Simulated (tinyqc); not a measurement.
Undoped symmetric double-gate MOSFET, analytic potential model: course of the iteration: beta at the source by Newton steps.

An undoped body of thickness ts between two equal insulators and tied gates; long channel, electrons only, n = ni exp((psi - V)/Vt) with V the quasi-Fermi potential (0 at the source, Vd at the drain), constant mobility, no quantisation. Across the body psi(x) = V - 2 Vt ln[(ts/(2 beta)) sqrt(q ni/(2 eps0 eps_r Vt)) cos(2 beta x/ts)], x from the centre. Q is the electron charge per area of the whole body.

With V = 0: f = ln(beta) - ln(cos beta) + 2 r beta tan(beta) - (Vg - V0)/(2 Vt); f' = 1/beta + tan(beta) + 2 r [tan(beta) + beta/cos^2(beta)]; beta(new) = beta - f/f'.

Stop when beta changes by less than 1e-11, or after 40 iterations. beta must stay between 0 and pi/2.

Parameters, values chosen for the exercise:
- T = 325 K (temperature)
- Vg = 1.07 V (gate voltage)

Constants: q = 1.602176634e-19 C, kB = 1.380649e-23 J/K, Vt = kB T/q. Results are converted to the units shown.

beta at the start = 1.2
r = 0.230273
V0 = 0.387871 V

Course of the iteration:
```
iteration     beta  |change|
1          2.28638      1.09
```

Did this iteration meet its convergence test, and what does its course show?

No. Stopped after 1 iteration(s) without a result. The last step lands on beta = 2.286, outside the interval from 0 to pi/2 on which the model is defined: f is much steeper near pi/2 than its tangent at the point before. A rerun with the start beta = 1.5 converges in 4 iterations.

Range of the model: The surface density at the source passes 0.3 Nc, where Boltzmann statistics fail.

tinyqc, about 0.01 s, one thread, Intel Xeon 2.30GHz (shared host): `OMP_NUM_THREADS=1 python tinyqc.py 2440003 2440004 out.jsonl`
